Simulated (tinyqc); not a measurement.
Inside a calculation. Model: single-oscillator infrared dielectric function of a polar cubic crystal. Computed by tinyqc, a small Python program that keeps every step. Command: `OMP_NUM_THREADS=1 python tinyqc.py 3018176 3018177 out.jsonl infrared walk`. One thread of a shared host (Intel(R) Xeon(R) Processor @ 2.30GHz), about 0.01 s of CPU time with the checks. Intermediate numbers are printed to about 6 digits and carried at full precision; extremes and crossings named in words are read from the listed rows.

One ion pair, charges +Z* and -Z*, in a cell of volume Omega = a^3/4. Frequencies omega are given as wavenumbers (1/cm); eps_s is the static dielectric constant.

Inputs (values chosen for the exercise, modelled on gallium arsenide):
```
quantity                         value      unit
lattice constant a               5.653  angstrom
mass M_A                         69.72         u
mass M_B                         74.92         u
omega_TO                           269      1/cm
Born charge Z*                    2.18         e
eps_inf                           11.1         -
phonon damping gamma               2.5      1/cm
probe frequency / omega_TO       0.781         -
eps_m of the surrounding medium      1         -
```

Structure: zinc blende. Free carriers: absent.

Constants: nu for 1 eV/(angstrom^2 u) = 15.6333042 THz; 1 THz = 33.35640952 1/cm; e^2/(4 pi eps_0) = 14.39964548 eV angstrom.

## LO frequency and static constant from the Born charge

mu = M_A M_B/(M_A + M_B); ionic plasma term W^2 = 4 pi Z*^2 (e^2/(4 pi eps_0))/(Omega mu) in eV/(angstrom^2 u), turned into 1/cm by W = 15.6333042 x 33.35640952 x sqrt(W^2); omega_LO^2 = omega_TO^2 + W^2/eps_inf; eps_s = eps_inf + W^2/omega_TO^2; Szigeti charge 3 Z*/(eps_inf + 2); longitudinal (Callen) charge Z*/eps_inf.

reduced mass mu = 36.1133 u

W = 378.657 1/cm

omega_LO = 292.024 1/cm

eps_s = 13.0815

Szigeti charge = 0.499237 e

Callen charge = 0.196396 e

omega_LO/omega_TO = 1.086; the ions supply 15 % of eps_s.

## Optical constants at the probe frequency

eps(omega) = eps_inf + W^2/(omega_TO^2 - omega^2 - i gamma omega); n + i k = sqrt(eps) with k >= 0; R = |(n + i k - 1)/(n + i k + 1)|^2 at normal incidence from vacuum. omega is the probe ratio times omega_TO. Intensity decays over 1/(4 pi omega k); the loss function is Im(-1/eps).

omega = 210.089 1/cm

Re eps = 16.1784

Im eps = 0.0945059

n = 4.02226

k = 0.0117479

reflectivity R = 0.362134

penetration depth of the intensity = 322.424 micrometre

loss function = 3.61054e-04

Re eps is positive and k is small against n: the wave propagates.

## Spectrum around the optical phonon

The loss function is Im(-1/eps).

Spectrum:
```
omega (1/cm)     Re eps      Im eps          R   Im(-1/eps)
134             13.7353   0.0162271   0.330650  8.60127e-05
229             18.2919    0.206695   0.385647  6.17670e-04
261             44.1339     5.08364   0.546820   0.00257576
269                11.1     213.206   0.820152   0.00467763
275            -30.9619     8.85954   0.909349   0.00854238
281            -10.3810     2.28642   0.885625    0.0202351
287            -3.15336     1.02186   0.767267    0.0929988
292           0.0232458    0.626678   0.175829      1.59352
298             2.39799    0.394271  0.0493633    0.0667597
310             5.06655    0.196972   0.148276   0.00766171
336             7.56431   0.0732696   0.217836   0.00128040
438             9.90009   0.0109966   0.267971  1.12196e-04
730             10.7887  0.00123371   0.284316  1.05993e-05
```

R peaks among these rows at 275 per cm with 0.91 and is lowest, 0.049, at 298; far above omega_LO it tends to ((sqrt(eps_inf) - 1)/(sqrt(eps_inf) + 1))^2 = 0.290. Im eps is largest at 269 and the loss function at 292: absorption marks the TO mode and the loss function the LO mode. Re eps is negative in some rows, where R averages 0.85.

## Surface and particle modes

Without damping, eps(omega) = -x eps_m gives omega^2 = omega_TO^2 (eps_s + x eps_m)/(eps_inf + x eps_m): x = 1 for a flat surface at large wave vector, x = 2 for the dipole mode of a small sphere. The reflectivity R for light from vacuum (not from the medium eps_m) vanishes where eps = 1, omega^2 = omega_TO^2 (eps_s - 1)/(eps_inf - 1).

surface mode = 290.191 1/cm

sphere mode = 288.628 1/cm

zero of R = 294.206 1/cm

Both modes lie between omega_TO and omega_LO, at 92 % and 85 % of the way up.

## Phonon polaritons

Transverse waves without damping obey Q^2 = omega^2 eps(omega), Q = wave vector/(2 pi) in 1/cm: eps_inf omega^4 - (eps_inf omega_LO^2 + Q^2) omega^2 + Q^2 omega_TO^2 = 0.

Branches (1/cm):
```
Q     lower branch  upper branch  Q/sqrt(eps_s)  Q/sqrt(eps_inf)
97          26.799        292.25          26.82            29.11
290         79.604        294.14          80.18            87.04
580        154.679        302.75         160.36           174.09
970        227.884        343.68         268.19           291.15
1500       257.117        471.03         414.73           450.23
2400       265.209        730.66         663.56           720.36
4900       268.173       1475.27        1354.78          1470.74
9700       268.794       2913.69        2681.91          2911.46
```

The lower branch starts as light slowed by sqrt(eps_s) (0.999 of that line) and ends at 0.999 omega_TO; the upper starts at 1.001 omega_LO and ends at 1.001 of the light line with eps_inf. No branch lies between omega_TO and omega_LO.

Checks made by the program: Lyddane-Sachs-Teller relation eps_s/eps_inf = (omega_LO/omega_TO)^2 (relative difference below 1e-10).
